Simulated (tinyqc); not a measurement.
Full spectrum, Debye and Einstein heat capacities: Born-von Karman spring model of a cubic crystal with one atom per cell. Computed by tinyqc, a small Python program. Command: `OMP_NUM_THREADS=1 python tinyqc.py 3025524 3025525 out.jsonl springs walk`. One thread of a shared host (Intel(R) Xeon(R) Processor @ 2.30GHz), about 0.1 s of CPU time with the checks.

First neighbours lie at a/2 (1,1,0) (12 of them), second at a (1,0,0) (6), with all permutations and signs; the volume per atom is Omega = a^3/4.

Inputs (values chosen for the exercise, for a model crystal):

| quantity | value | unit |
|---|---|---|
| lattice constant a | 3.14 | angstrom |
| atomic mass M | 47.1 | u |
| radial spring k1L | 2 | eV/angstrom^2 |
| transverse spring k1T | 0 | eV/angstrom^2 |
| radial spring k2L | 0.49 | eV/angstrom^2 |
| transverse spring k2T | 0 | eV/angstrom^2 |

Lattice: fcc.

Constants: 1 eV/angstrom^3 = 160.2176634 GPa; u = 1.6605390666e-27 kg; hbar = 1.054571817e-34 J s; k_B = 1.380649e-23 J/K; nu for 1 eV/(angstrom^2 u) = 15.6333042 THz; h x 1 THz = 4.135667696 meV; k_B = 8.617333262e-05 eV/K.

Method:
- [ij,kl] = (1/(2 Omega)) sum_R K_ij R_k R_l; C11 = [xx,xx], C44 = [xx,yy], C12 = 2 [xy,xy] - C44; B = (C11 + 2 C12)/3; Zener ratio A = 2 C44/(C11 - C12). K(R) = kL n n^T + kT (1 - n n^T).
- rho = M/Omega and v = sqrt(C/rho), with C = C11, C44, C44 along [100]; (C11 + C12 + 2 C44)/2, C44, (C11 - C12)/2 along [110]; (C11 + 2 C12 + 4 C44)/3 and twice (C11 - C12 + C44)/3 along [111].
- Christoffel matrix G_xx = C11 n_x^2 + C44 (1 - n_x^2), G_xy = (C12 + C44) n_x n_y, with eigenvalues rho v^2; v_m^-3 is the mean of v^-3 over three branches and all directions (12 Gauss-Legendre points in cos(theta) times 24 angles phi = (j + 1/2) pi/12); q_D = (6 pi^2/Omega)^(1/3); Theta = hbar v_m q_D/k_B.
- A neighbour at R with unit vector n couples by the matrix K(R) = kL n n^T + kT (1 - n n^T), and D(q) = (1/M) sum_R K(R) [1 - cos(q.R)].
- An eigenvalue lambda of D in eV/(angstrom^2 u) gives nu = 15.6333042 THz x sqrt(lambda).
- Mesh: q = sum_i (m_i + 1/2)/n b_i, m_i = 0..n-1, with b = [[-1, 1, 1], [1, -1, 1], [1, 1, -1]] in 2 pi/a; sums are averages over the n^3 points (here n = 14), per atom.
- With x = h nu/(k_B T) and n = 1/(exp(x) - 1) for each mode: F = k_B T [x/2 + ln(1 - exp(-x))], U = k_B T x (n + 1/2), S/k_B = x n - ln(1 - exp(-x)), C/k_B = x^2 n (n + 1).
- Debye: C = 9 k_B (T/Theta)^3 int_0^(Theta/T) x^4 e^x/(e^x - 1)^2 dx with the elastic Theta. Einstein: three modes at the root-mean-square frequency. The last column is the Theta that makes the Debye formula give the full C at that T.

elastic Debye temperature = 529.938 K

root-mean-square frequency = 6.8262 THz

Heat capacity (k_B/atom):

| T (K) | full spectrum | Debye | Einstein | Theta from C (K) |
|---|---|---|---|---|
| 64 | 0.6341 | 0.3796 | 0.4760 | 428.15 |
| 95 | 1.3130 | 0.9159 | 1.2100 | 423.53 |
| 130 | 1.8631 | 1.4752 | 1.8128 | 422.74 |
| 190 | 2.3713 | 2.0937 | 2.3554 | 422.67 |
| 260 | 2.6380 | 2.4587 | 2.6327 | 422.75 |
| 400 | 2.8388 | 2.7524 | 2.8378 | 422.85 |
| 530 | 2.9066 | 2.8552 | 2.9063 | 422.88 |
| 790 | 2.9574 | 2.9336 | 2.9574 | 422.91 |

What follows from these numbers?

The apparent Theta runs from 423 to 428 K against the elastic 530 K; at high T it tends to sqrt(5/3) h nu_rms/k_B = 423 K. At the lowest T the Debye value is 0.60 and the Einstein value 0.75 times the full one; dispersion bends the branches below the sound lines, so the real spectrum has more low modes than Debye assumes. At the highest T Debye misses by 0.81 % and Einstein by 0.0025 %.

Extremes, crossings and ranges named in words are read from the listed rows.
